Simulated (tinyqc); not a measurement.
Stacked nanosheet transistor, parasitic resistance, capacitance and delay: two steps of the calculation.

Ns sheets share one contact on top; each has perimeter p = 2 (Ws + ts) and cross-section A = Ws ts; contact width Wc = Ws + 10 nm, stack height Hs = Ns pv. Sheet 1 is the top one. Contact length Lc = CPP - Lg - 2 Lsp, shared by two neighbouring gates. Source and drain sides are equal. The formulas are first-order estimates, not field solutions.

Values chosen for this exercise; values close to those of silicon logic devices:
- T = 300 K (temperature)
- Ns = 4 (number of sheets)
- Ws = 15 nm (sheet width)
- ts = 7 nm (sheet thickness)
- pv = 12 nm (vertical pitch of the sheets)
- rv = 110 ohm (vertical resistance between sheet levels)
- Lg = 16 nm (gate length)
- Lsp = 4 nm (spacer length)
- ks = 4.5 (relative permittivity of the spacer)
- Hc = 30 nm (gate height above the channel stack)
- Lov = 1.5 nm (gate overlap)
- Cinv = 2.9 uF/cm^2 (inversion capacitance)
- vx = 1.2e7 cm/s (injection velocity)
- mu = 210 cm^2/(V s) (apparent mobility)
- VT = 0.26 V (threshold at zero drain voltage)
- dl = 0.024 V/V (barrier lowering)
- n = 1.23 (subthreshold factor)
- Cw = 0.36 fF (wire load)
- Vdd = 0.8 V (supply voltage)

Constants: q = 1.602176634e-19 C, kB = 1.380649e-23 J/K, eps0 = 8.8541878128e-12 F/m, Vt = kB T/q. Results are converted to the units shown.

Task 1. Capacitances. With N sheets: gate Cg = Cinv p N Lg; per side, plate Cp = ks eps0 [Wc (Hs + Hc) - N A]/Lsp, top fringe Cf = (2/pi) ks eps0 Wc ln(1 + Lg/(2 Lsp)), overlap Co = Cinv p N Lov. Cs = Cp + Cf + Co. An inverter of two such devices driving an equal one has the load CL = 2 (Cg + 2 Cs) + 4 Cs + Cw (its own drains counted twice for the Miller effect).

Wanted: Cg; Cp; Cf; Co; CL.

Result 1.

Cg = 81.664 aF
Cp = 15.240 aF
Cf = 0.69667 aF
Co = 7.6560 aF
CL = 712.07 aF

The channel capacitance gives 22.9 % of CL, the parasitic parts 26.5 % and the wire 50.6 %.

Task 2. Sheet currents at Vgs = Vdd, Vds = Vdd/2. One sheet: I = p Q vx u/(1 + |u|^1.8)^(1/1.8), Q = Cinv n Vt ln(1 + exp((Vg' - VT + dl Vd')/(n Vt))), u = Vd' mu/(vx Lg), Vg' = Vgs - v, Vd' = Vds - 2 v, with the drop on each side v_j = Rc sum I + rv (sum over levels k = 2..j of the current of sheets k..Ns) + Rx I_j. I(new) = I(out).

I after iteration 1 (uA): sheet 1 81.042492, sheet 2 81.042492, sheet 3 81.042492, sheet 4 81.042492
Rc = 205.73770 ohm
Rx = 217.14286 ohm

Find: drop v; I(out); I after iteration 2.

Result 2.

drop v (mV): sheet 1 84.292, sheet 2 111.04, sheet 3 128.87, sheet 4 137.78
I(out) (uA): sheet 1 64.184, sheet 2 57.299, sheet 3 51.614, sheet 4 48.221
I after iteration 2 (uA): sheet 1 64.184, sheet 2 57.299, sheet 3 51.614, sheet 4 48.221

Computed by the program tinyqc: `OMP_NUM_THREADS=1 python tinyqc.py 2170065 2170066 out.jsonl`, one thread of a shared Intel Xeon 2.30GHz, about 0.08 s for the whole run.
